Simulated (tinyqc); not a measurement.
Valley-orbit splitting of a donor ground state, with strain: one step, computed by the program tinyqc.

The basis is the 1s envelope in each valley; energies are counted from the unstrained conduction-band edge. The strain is e_s (a a^T - 1/3) for the unit stress axis a, so valley j along n_j moves by Xi_u e_s w_j with w_j = (n_j.a)^2 - 1/3: -1/3 for x and y, +2/3 for z.

Task: Populations and ionisation. H_jj = -(E_0 + Lambda) + Xi_u e_s w_j; H_jk = -Delta_2 between opposite valleys and -Delta_1 between perpendicular ones. z = sum over levels of exp(-(E - E_ground)/k_B T), the ground-state share being 1/z; N_c = 2 (2 pi m_e k_B T/h^2)^(3/2) sum_j exp(-(shift_j - lowest shift)/k_B T); n1 = N_c/(2 z) exp(-binding/k_B T), binding = lowest shift - E_ground; without compensation n = 2 N_D/(1 + sqrt(1 + 4 N_D/n1)) (Boltzmann statistics; p and higher states left out).

Inputs (values chosen for the exercise, for a model many-valley semiconductor): single-valley binding energy E_0 = 22 meV; central-cell shift Lambda = 7.79 meV; coupling Delta_1 = 2.28 meV; coupling Delta_2 = 0.914 meV; shear deformation potential Xi_u = 8.27 eV; shear strain e_s = -0.00041; temperature T = 30 K; donor density N_D = 7.8e+16 cm^-3; density-of-states mass of one valley m_e = 0.337 m_0.

Valleys: six along <100>. Stress axis: [001].

Constants: k_B = 8.617333262e-05 eV/K; m_0 = 9.1093837015e-31 kg; k_B = 1.380649e-23 J/K; h = 6.62607015e-34 J s.

Give: partition sum z; share of neutral donors in the ground state; N_c; n1; free electrons n.

Result:

partition sum z = 1.059

share of neutral donors in the ground state = 0.9442

N_c = 4.778e+17 cm^-3

n1 = 1.021e+11 cm^-3

free electrons n = 8.921e+13 cm^-3

Caution: at this donor density neighbouring orbits begin to overlap and the depth shrinks, which a fixed level leaves out.
